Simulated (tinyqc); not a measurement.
From one set of inputs to another, one input at a time: self-heating of a transistor with one or more fingers, with temperature-dependent conductivity. Computed by tinyqc, a small Python program. Command: `OMP_NUM_THREADS=1 python tinyqc.py 3003910 3003911 out.jsonl selfheat ladder`. One thread of a shared host (Intel(R) Xeon(R) Processor @ 2.30GHz), about 0.2 s of CPU time with the checks.

N long parallel fingers lie on the top face of a slab whose bottom is held at T_0; the top is otherwise insulated, and heat flows in two dimensions. P in W/mm is 1000 P in W/m.

The inputs printed are set A. Set A is modelled on gallium nitride; the values taken over come from a set modelled on sapphire. Inputs not listed in the table keep their values of set A, so the rows need not describe a real material.

Inputs (values chosen for the exercise, modelled on gallium nitride):
```
quantity,value,unit
conductivity at the base temperature kappa_0,203,W/(m K)
exponent m in kappa ~ T^-m,1.36,-
base temperature T_0,298,K
power per gate width P,1.8,W/mm
fingers N,6,-
finger pitch s,40,micrometre
width of the heat source w,0.24,micrometre
substrate thickness t,280,micrometre
phonon free path Lambda,83,nm
```

Power: fixed power.

Method:
- A line source of power P on the top face raises the top at distance x by (P/(pi kappa_0)) g(x), g(x) = -ln tanh(pi x/(4 t)) (the image sum for the slab). On a strip of width w the centre sees the mean of g over the strip, g_0 = 1 + ln(8 t/(pi w)) for w much below t.
- theta_i = (P/(pi kappa_0)) [g_0 + sum over j != i of g(|i - j| s)], with equal powers and constant conductivity; thermal resistance = largest theta/P.
- Kirchhoff transformation for kappa = kappa_0 (T/T_0)^-m: T = T_0 [1 - (m - 1) theta/T_0]^(-1/(m - 1)), where theta is the linear rise.
- The bracket vanishes at the power P T_0/((m - 1) theta).
- Near a source smaller than the free path, Fourier's law overstates the flow. Rough estimate: a strip that emits phonons into a half space adds a resistance times area of 4 Lambda/(3 kappa_0), from the ballistic flux C v Delta T/4 with kappa_0 = C v Lambda/3, so Delta T_b = 4 Lambda P/(3 kappa_0 w); Knudsen number Lambda/w.

Each row keeps all changes above it:
```
input moved,from,to,true rise (K),ballistic rise Delta T_b (K),true rise / linear rise
set A,-,-,55.64,4.089,1.1246
exponent m in kappa ~ T^-m,1.36,1.26,55.11,4.089,1.1141
conductivity at the base temperature kappa_0 (W/(m K)),203,28.8,904.61,28.819,2.5942
phonon free path Lambda (nm),83,23,904.61,7.986,2.5942
width of the heat source w (micrometre),0.24,1.3,728.04,1.474,2.3106
power per gate width P (W/mm),1.8,0.18,33.73,0.147,1.0704
substrate thickness t (micrometre),280,210,29.96,0.147,1.0626
finger pitch s (micrometre),40,15,40.93,0.147,1.0851
```

True rise goes from 55.6 to 40.9, a factor 0.736 in all. The largest single move comes from power per gate width P (a factor 0.0463), and conductivity at the base temperature kappa_0 works against it (a factor 16.4). Ballistic rise Delta T_b goes from 4.09 to 0.147, a factor 0.0361 in all. The largest single move comes from power per gate width P (a factor 0.100), and conductivity at the base temperature kappa_0 works against it (a factor 7.05). True rise / linear rise goes from 1.12 to 1.09, a factor 0.965 in all. The largest single move comes from conductivity at the base temperature kappa_0 (a factor 2.33), but it runs against the net change; the largest move in the direction of the net change is power per gate width P (a factor 0.463). The single moves hold for this order of the switches; the total does not depend on the order.

Caution (rows conductivity at the base temperature kappa_0, phonon free path Lambda, width of the heat source w): above about 700 K a single power law for kappa and the device itself are out of range.

Extremes, crossings and ranges named in words are read from the listed rows.
